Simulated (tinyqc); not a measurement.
Inside a calculation: optical transitions of a finite quantum well. Values are carried at full precision from step to step, so a last printed digit may differ when a step is redone from the rounded ones.

Each carrier sees a square well of width L with its own depth V and masses m (inside), mb (outside); c = hbar^2/2m0, k = sqrt(m E/c), kappa = sqrt(mb (V - E)/c), and level n solves k L + 2 atan[(k/m)/(kappa/mb)] = n pi. The envelope is cos(kz) for odd n and sin(kz) for even n inside, joins exp(-kappa (|z| - L/2)) outside, and is normalised to 1. Excitons and band mixing are left out.

Constants: hbar^2/2m0 = 3.80998211 eV angstrom^2; hc = 1239.841984 eV nm; fine-structure constant alpha = 0.007297352564.

Inputs chosen for the exercise (near those of an InGaAs well in InAlAs; shifted at random, so the results belong to these values and not to a real crystal): L = 63 angstrom (well width); Eg = 0.808 eV (gap of the well); Vc = 0.505 eV (conduction offset); Vv = 0.209 eV (valence offset); me = 0.0415 m0 (electron, well); meb = 0.0769 m0 (electron, barrier); mh = 0.371 m0 (heavy hole along z, well); mhb = 0.391 m0 (heavy hole, barrier); ml = 0.0522 m0 (light hole along z, well); mlb = 0.0856 m0 (light hole, barrier); Ns = 1.7 x 1e12/cm^2 (electrons in e1); n_r = 3.44 (refractive index); G = 5 meV (half width of the line).

## Confinement energies

Up to three levels for each carrier.

Levels:

| level | E (eV) | k (1/angstrom) | kappa (1/angstrom) |
|---|---|---|---|
| e1 | 0.0923 | 0.03171 | 0.09127 |
| e2 | 0.3675 | 0.06327 | 0.05268 |
| hh1 | 0.0168 | 0.04050 | 0.14043 |
| hh2 | 0.0663 | 0.08035 | 0.12101 |
| hh3 | 0.1435 | 0.11821 | 0.08199 |
| lh1 | 0.0589 | 0.02841 | 0.05807 |
| lh2 | 0.2055 | 0.05307 | 0.00881 |

## Interband transitions

From e1 and e2 to each hole level: E = Eg + E_e + E_h, wavelength hc/E, squared overlap of the envelopes, and the strength |<S|p|v>|^2 in units of P^2 at the subband edge: overlap^2 times 1/2 (hh) or 1/6 (lh) for light polarised in the plane (TE), times 0 (hh) or 2/3 (lh) along z (TM).

Transitions:

| pair | E (eV) | wavelength (nm) | overlap^2 | TE | TM |
|---|---|---|---|---|---|
| e1-hh1 | 0.9171 | 1351.8 | 0.9677 | 0.4839 | 0.0000 |
| e1-lh1 | 0.9592 | 1292.6 | 0.9850 | 0.1642 | 0.6567 |
| e1-hh2 | 0.9666 | 1282.7 | 0.0000 | 0.0000 | 0.0000 |
| e1-hh3 | 1.0438 | 1187.8 | 0.0241 | 0.0121 | 0.0000 |
| e1-lh2 | 1.1059 | 1121.2 | 0.0000 | 0.0000 | 0.0000 |
| e2-hh1 | 1.1924 | 1039.8 | 0.0000 | 0.0000 | 0.0000 |
| e2-lh1 | 1.2344 | 1004.4 | 0.0000 | 0.0000 | 0.0000 |
| e2-hh2 | 1.2418 | 998.4 | 0.8620 | 0.4310 | 0.0000 |
| e2-hh3 | 1.3190 | 940.0 | 0.0000 | 0.0000 | 0.0000 |
| e2-lh2 | 1.3811 | 897.7 | 0.5409 | 0.0902 | 0.3606 |

The edge is e1-hh1 at 1352 nm. Pairs of opposite parity vanish exactly; e1-hh3 is allowed by parity and reaches 0.0241, only because the two envelopes leak differently into the barriers.

## Intersubband transitions from e1

z_1j = <1|z|j>; 1/m1 = <1|1/m|1>; f_1j = (m1/c)(E_j - E_1) z_1j^2, which sums to 1 over all bound and continuum states.

Transitions:

| pair | E (meV) | wavelength (micrometre) | \|z\| (angstrom) | f |
|---|---|---|---|---|
| 1-2 | 275.2 | 4.50 | 17.73 | 0.9713 |

m1 = 0.0428 m0
sum of f over bound states = 0.9713

The continuum carries the remaining 0.0287. With hard walls z_12 = 16 L/(9 pi^2) = 11.35 angstrom and f_12 = 256/(27 pi^2) = 0.9607.

## Absorption of one well

For light polarised along z (a real waveguide or Brewster geometry adds an angle factor), with all electrons in e1 and none in e2, the peak fractional absorption is 4 pi alpha Ns c f_12/(n_r m1 G) and the area under the Lorentzian line is pi G times that, c = hbar^2/2m0; 1e12/cm^2 = 1e-4/angstrom^2. EF - E1 = 2 pi c Ns/m1 at zero temperature.

peak absorption = 7.839 %
area = 123.13 % meV
EF - E1 = 95.1 meV

EF lies below e2, as assumed.

## Checks

- Sum of f over all levels of a difference grid (60 cells across the well) against 1: 0.999 against 1.000.
- The strength f_12 on that grid against the matched envelopes: both 0.971.

Program tinyqc; command `OMP_NUM_THREADS=1 python tinyqc.py 1281304 1281305 out.jsonl`; about 0.09 s on one thread of a shared Intel(R) Xeon(R) Processor @ 2.30GHz.
